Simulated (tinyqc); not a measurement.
Inversion-layer mobility, back-scattering and ballistic limit of a field-effect transistor: one step, computed by the program tinyqc. Command: `OMP_NUM_THREADS=1 python tinyqc.py 3031359 3031360 out.jsonl mos walk`. One thread of a shared host (Intel(R) Xeon(R) Processor @ 2.30GHz), about 0.01 s of CPU time with the checks.

The charge at the top of the source barrier is fixed by the gate; series resistance and short-channel effects are left out. F_j are Fermi integrals normalised to exp(eta) in the classical limit.

Question. Back-scattering. F_j(eta) = (1/Gamma(j + 1)) int_0^infinity x^j/(1 + exp(x - eta)) dx, F_0 = ln(1 + exp(eta)). Integrals over x = E/(k_B T) use 160 Gauss-Legendre points in u = sqrt(x) from 0 to sqrt(max(eta, 0) + 32). Ballistic channel: N_2D = g_v m k_B T/(pi hbar^2), U = e V_D/(k_B T); eta_F solves N_inv = (N_2D/2)[F_0(eta_F) + F_0(eta_F - U)]; v_T = sqrt(2 k_B T/(pi m)); I/W = e (N_2D/2) v_T [F_1/2(eta_F) - F_1/2(eta_F - U)]; injection velocity v_T F_1/2(eta_F)/F_0(eta_F). Mean free path lambda = (2 k_B T/e)(mu/v_T) F_0(eta_0)/F_-1/2(eta_0), with eta_0 from N_inv = N_2D F_0(eta_0); critical length l = L (1 + U)^(-a), an empirical rule; back-scattering r = l/(l + lambda). Then eta solves N_inv = (N_2D/2)[(1 + r) F_0(eta) + (1 - r) F_0(eta - U)] and I/W = e (N_2D/2) v_T (1 - r)[F_1/2(eta) - F_1/2(eta - U)]. Ballistic ratio: I over the ballistic current. Apparent mobility 1/(1/mu + 1/mu_B), mu_B = mu L/lambda.

Inputs (values chosen for the exercise, modelled on a germanium p-channel):

| quantity | value | unit |
|---|---|---|
| transport mass m | 0.19 | m_0 |
| valley degeneracy g_v | 1 | - |
| drain voltage V_D | 0.05 | V |
| channel length L | 330 | nm |
| exponent a of the critical length | 0.57 | - |
| temperature T | 300 | K |

Statistics at the top of the barrier: Fermi-Dirac.

inversion density N_inv = 8.394234e+12 1/cm^2

effective mobility mu = 252.9229 cm^2/(V s)

Constants: m_0 = 9.1093837015e-31 kg; k_B = 1.380649e-23 J/K; hbar = 1.054571817e-34 J s; k_B = 8.617333262e-05 eV/K; e = 1.602176634e-19 C.

Give: eta_0; mean free path lambda; critical length l; back-scattering coefficient r; current I/W; ballistic ratio; apparent low-field mobility.

Answer.

eta_0 = 4.074

mean free path lambda = 19.63 nm

critical length l = 178.7 nm

back-scattering coefficient r = 0.9010

current I/W = 74.39 microampere/micrometre

ballistic ratio = 0.08621

apparent low-field mobility = 238.7 cm^2/(V s)

L/lambda = 16.81; at this drain voltage the first 179 nm can return carriers, and the ratio is 9 %.
